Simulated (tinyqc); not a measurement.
One-electron ion in a basis of Gaussians, step by step. One step of it, computed by the program tinyqc.

Task: Generalised eigenproblem. Solve H C = S C e through S^(-1/2); each column has its largest component positive (the first on a tie).

H = T + V (hartree):
```
           1          2           3           4           5            6            7
1  -4.906603  -5.533260   -5.072242   -4.007014   -2.950813    -2.111272    -1.492118
2  -5.533260  -6.783408   -7.634953   -8.496935   -7.479917    -5.782818    -4.229935
3  -5.072242  -7.634953   -0.311889   -0.261845   -9.549364   -12.312032   -10.771200
4  -4.007014  -8.496935   -0.261845   55.955239   63.541981    13.126617   -12.749234
5  -2.950813  -7.479917   -9.549364   63.541981  350.636572   397.401992   163.057235
6  -2.111272  -5.782818  -12.312032   13.126617  397.401992  1702.919575  1928.677053
7  -1.492118  -4.229935  -10.771200  -12.749234  163.057235  1928.677053  7601.811021
```

S:
```
          1         2         3         4         5         6         7
1  1.000000  0.701462  0.304767  0.111121  0.038636  0.013278  0.004548
2  0.701462  1.000000  0.701723  0.304871  0.111176  0.038660  0.013281
3  0.304767  0.701723  1.000000  0.701627  0.304843  0.111178  0.038647
4  0.111121  0.304871  0.701627  1.000000  0.701679  0.304908  0.111165
5  0.038636  0.111176  0.304843  0.701679  1.000000  0.701730  0.304843
6  0.013278  0.038660  0.111178  0.304908  0.701730  1.000000  0.701577
7  0.004548  0.013281  0.038647  0.111165  0.304843  0.701577  1.000000
```

Give: eigenvalues of S; eigenvalues; coefficients.

Result:

eigenvalues of S: 0.0593  0.1232  0.2695  0.5671  1.1132  1.9617  2.9060

eigenvalues (hartree): -7.9906  -1.0843  18.0473  123.7392  615.4654  2790.1926  12584.1650

coefficients:
```
        1        2        3        4        5        6        7
1  0.2322   1.3433  -0.6655  -0.2431   0.1005  -0.0441   0.0195
2  0.6403  -0.9352   1.7104   0.7876  -0.3264   0.1420  -0.0625
3  0.2277  -0.1082  -1.5192  -1.6373   0.7802  -0.3378   0.1474
4  0.0441  -0.0377   0.0594   1.6708  -1.5720   0.7585  -0.3281
5  0.0080  -0.0031  -0.0389  -0.1551   1.7109  -1.5240   0.7232
6  0.0012  -0.0011   0.0027   0.0387  -0.1926   1.6944  -1.4330
7  0.0003  -0.0001  -0.0012  -0.0039   0.0324  -0.1639   1.5316
```

For Z = 4 and l = 0 the exact lowest level is -Z^2/(2 n^2) with n = l + 1: -8.000000 hartree.
